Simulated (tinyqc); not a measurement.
Donors on two lattice sites with valley-orbit split states: sweeps and comparisons. A value that a table varies takes the place of the one given here.

Each donor binds at most one electron, in any of its states. For a site s, W_s = sum over its states of g exp(E/kT), and the ionised share is 1/(1 + W_s exp(eta)), eta = (EF - Ec)/kT; n = Nc F_1/2(eta); neutrality n + NA = ND x (mean ionised share, the two sites in equal numbers); holes are neglected. Nc from N = 2 (m kB T/(4 pi c))^(3/2) with c = hbar^2/2m0, in 1/angstrom^3; times 1e24 for 1/cm^3, m = md. F_j(eta) = (1/Gamma(j + 1)) integral_0^infinity x^j dx/(1 + exp(x - eta)), which tends to exp(eta) for eta << 0.

Mobility (Caughey-Thomas form): mu = mu0 + (mu1 (T/300)^(-ga) - mu0)/(1 + ((ND + NA)/Nr)^de); rho = 1/(e n mu), e = 1.602176634e-19 C.

Constants: hbar^2/2m0 = 3.80998211 eV angstrom^2; kB = 8.617333262e-05 eV/K.

Inputs chosen for the exercise (near those of nitrogen in 4H-SiC; not measured data):
- md = 0.818 m0 (density-of-states mass of the conduction band)
- E = (58.9, 50.6, 121.9, 76.5) meV (binding energies of h ground, h excited, k ground, k excited)
- g = (2, 4, 2, 4) (their degeneracies with spin)
- ND = 1.8e+15 1/cm^3 (donors, half on each site)
- NA = 0 1/cm^3 (compensating acceptors, all ionised)
- T = 300 K
- mu0 = 38 cm^2/(V s) (mobility at heavy doping)
- mu1 = 958 cm^2/(V s) (mobility at light doping and 300 K)
- Nr = 2e+17 1/cm^3 (reference doping)
- de = 0.61 (doping exponent)
- ga = 2.4 (temperature exponent)

## What the excited states change

The last columns keep only the ground state of each site (g = 2).

Results:

| T (K) | effective degeneracy, h site | eta | n (1/cm^3) | n, ground states only | ratio |
|---|---|---|---|---|---|
| 40 | 2.36 | -12.43 | 3.61e+12 | 3.92e+12 | 0.921 |
| 60 | 2.80 | -10.01 | 7.43e+13 | 8.73e+13 | 0.851 |
| 80 | 3.20 | -9.04 | 3.04e+14 | 3.65e+14 | 0.834 |
| 110 | 3.67 | -8.69 | 6.95e+14 | 7.65e+14 | 0.907 |
| 150 | 4.10 | -8.77 | 1.02e+15 | 1.05e+15 | 0.972 |
| 200 | 4.47 | -8.80 | 1.52e+15 | 1.55e+15 | 0.980 |
| 250 | 4.72 | -9.01 | 1.72e+15 | 1.74e+15 | 0.990 |
| 300 | 4.90 | -9.26 | 1.77e+15 | 1.78e+15 | 0.995 |
| 400 | 5.14 | -9.68 | 1.79e+15 | 1.80e+15 | 0.998 |
| 500 | 5.30 | -10.01 | 1.80e+15 | 1.80e+15 | 0.999 |

How do the results move?

The effective degeneracy grows from 2.36 to 5.30. Excited states hold electrons back, so the ratio is never above 1; it is lowest, 0.834, at 80 K of those listed, and 0.995 at 300 K. At low T the excited states empty out, and at high T more donors are ionised (n is 100 % of ND - NA in the last row), so the effect is largest in between.

## Ionisation and resistivity against doping

NA = 0.

Results:

| ND (1/cm^3) | n (1/cm^3) | n/ND | mu (cm^2/(V s)) | rho (ohm cm) | rho at full ionisation |
|---|---|---|---|---|---|
| 1.0e+14 | 9.99e+13 | 0.999 | 949 | 65.8 | 65.8 |
| 1.0e+15 | 9.91e+14 | 0.991 | 923 | 6.82 | 6.76 |
| 1.0e+16 | 9.23e+15 | 0.923 | 831 | 0.814 | 0.752 |
| 3.0e+16 | 2.48e+16 | 0.827 | 738 | 0.341 | 0.282 |
| 1.0e+17 | 6.67e+16 | 0.667 | 594 | 0.158 | 0.105 |
| 3.0e+17 | 1.51e+17 | 0.504 | 441 | 0.0935 | 0.0471 |
| 1.0e+18 | 3.41e+17 | 0.341 | 289 | 0.0633 | 0.0216 |
| 2.0e+18 | 5.26e+17 | 0.263 | 219 | 0.0541 | 0.0142 |

What does this show, and why?

From 1e16 to 1e18 1/cm^3 rho falls by a factor 12.9, not 100: the mobility takes a factor 2.88 and incomplete ionisation 2.70. n/ND is below 0.9 from 3e+16 1/cm^3 on. Near 1e19 1/cm^3 and above the levels merge with the band, and already below that screening lowers the binding energy, so the last rows understate n.

## Compensation sets the slope of the freeze-out

NA = K ND. The slope energy is -d ln(n T^(-p))/d(1/kT) between 50 and 60 K, with p = 3/4 for K = 0 and p = 3/2 otherwise.

Results:

| K | n(50 K) (1/cm^3) | n(60 K) (1/cm^3) | slope energy (meV) |
|---|---|---|---|
| 0 | 2.23e+13 | 7.43e+13 | 27.60 |
| 0.0010 | 2.14e+13 | 7.34e+13 | 24.80 |
| 0.010 | 1.49e+13 | 6.54e+13 | 31.17 |
| 0.050 | 4.80e+12 | 3.97e+13 | 47.53 |
| 0.20 | 8.45e+11 | 9.60e+12 | 55.74 |
| 0.50 | 4.29e+08 | 1.78e+10 | 89.25 |

How do the results move?

Without acceptors the slope is 27.60 meV, against half the h-site ground-state energy, 29.45; with K = 0.05 it is 47.53 meV, against the full 58.9. The full energy (less a few meV where excited levels lie within a few kT) shows where n is far below NA, since the acceptors then hold EF near the donor level: n(60 K)/NA is 41 for K = 0.001 and 0.44 for K = 0.05; for K = 0.001 the sample is still in or near the uncompensated regime, where p = 3/2 is the wrong power, so that slope means little. At K = 0.5 the acceptors have taken as many electrons as there are h sites, EF sits between the two levels, and the slope is 89.2 meV against their mean of 90.4.

## What moves the carrier density

All results formed anew. Each row changes one parameter from the base and keeps the others.

Results:

| case | eta | n (1/cm^3) | rho (ohm cm) |
|---|---|---|---|
| base | -9.258 | 1.771e+15 | 3.878 |
| E = (63.9, 50.6, 121.9, 76.5) meV | -9.258 | 1.770e+15 | 3.879 |
| md = 0.9 m0 | -9.399 | 1.775e+15 | 3.870 |
| ND = 3.6e+15 1/cm^3 | -8.580 | 3.488e+15 | 2.022 |
| NA = 1.8e+14 1/cm^3 | -9.363 | 1.594e+15 | 4.323 |
| T = 330 K | -9.394 | 1.782e+15 | 4.842 |
| Nr = 4e+17 1/cm^3 | -9.258 | 1.771e+15 | 3.810 |

What does this show?

The largest shifts from the base row, up to three for each result and ties (the steps differ in size, so this ranks the rows, not the parameters). eta: ND +0.678, md -0.141, T -0.137; unchanged at the printed digits by E and Nr. n (1/cm^3): ND +1.72e+15, NA -1.77e+14, T +1.12e+13; unchanged at the printed digits by Nr. rho (ohm cm): ND -1.86, T +0.964, NA +0.444.

(tinyqc, `OMP_NUM_THREADS=1 python tinyqc.py 1681164 1681165 out.jsonl`, Intel(R) Xeon(R) Processor @ 2.30GHz, 1 thread, shared host, about 0.01 s.)
